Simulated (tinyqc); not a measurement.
Worked calculation: coherent transport through a tight-binding region between two chains. Computed by tinyqc, a small Python program that keeps every step. Settings: temperature = 77, mu = -0.1. Command: `OMP_NUM_THREADS=1 python tinyqc.py 29901 29902 out.jsonl` (the two numbers bound the seeds that draw the settings). One thread of a shared host (Intel(R) Xeon(R) Processor @ 2.60GHz), about 0.07 s of CPU time with the checks.

## Transmission at E = -0.61 eV

H of the central region (eV), lower triangle:
```
         1        2        3        4       5
1   0.0000
2  -0.5800   1.0500
3   0.0000  -0.5800   1.0500
4   0.0000   0.0000  -0.5800   1.0500
5   0.0000   0.0000   0.0000  -0.9600  0.0000
```

Leads: semi-infinite chains with site energy 0:
```
parameter                           value
lead hopping t (eV)              2.800000
coupling to the left lead (eV)   1.080000
coupling to the right lead (eV)  0.250000
left contact site                       1
right contact site                      5
```

E = -0.6100 eV

Surface Green function g = (E - i sqrt(4 t^2 - E^2)) / (2 t^2); self-energy tc^2 g on each contact site; G = (E - H - Sigma)^(-1); Gamma = -2 Im Sigma; T = Gamma_L Gamma_R |G_LR|^2; local density of states -Im G_ii / pi.

g = -0.0389-0.3550i 1/eV

G (1/eV), lower triangle:
```
                 1                2               3                4
1  -1.1024-1.2769i
2  -0.2607-0.4560i  -0.5794-0.2578i
3   0.3562-0.0282i   0.3266-0.2817i  0.5787-0.7781i
4   1.2802+0.3754i   1.5143-0.5485i  3.0538-1.9454i   7.2258-5.0192i
5   1.9985+0.6661i   2.4211-0.7783i  4.9308-2.8937i  11.6913-7.5038i

                  5
5  17.2371-11.2270i
```

local density of states (1/eV): 0.4065  0.0820  0.2477  1.5977  3.5737

transmission = 0.1631

## Transmission across the band

The same steps on a grid of energies.

T(E):
```
E (eV)            T
-5.320000         0
-4.788000  2.26e-11
-4.256000  1.04e-10
-3.724000  4.60e-10
-3.192000  2.23e-09
-2.660000  1.30e-08
-2.128000  1.04e-07
-1.596000  1.46e-06
-1.064000  6.91e-05
-0.532000    0.0241
0.000000     0.0068
0.532000     0.1319
1.064000     0.0066
1.596000     0.0169
2.128000     0.0051
2.660000   5.37e-06
3.192000   2.16e-07
3.724000   1.95e-08
4.256000   2.54e-09
4.788000   3.69e-10
5.320000   3.74e-11
```

levels of the isolated region (eV): -0.6372  -0.2978  0.5728  1.4575  2.0548

## Current

I = (2e/h) int T(E) [f(E - mu - V/2) - f(E - mu + V/2)] dE at 77 K with mu = -0.1 eV, the bias not changing H; 2e^2/h = 77.48092 microsiemens; the integral runs over the band on 4001 points.

Current:
```
V (volt)  I (microampere)
0.0100             0.0056
0.0500             0.0278
0.1000             0.0557
0.2000             0.1122
0.4000             0.2314
0.8000             0.5532
```
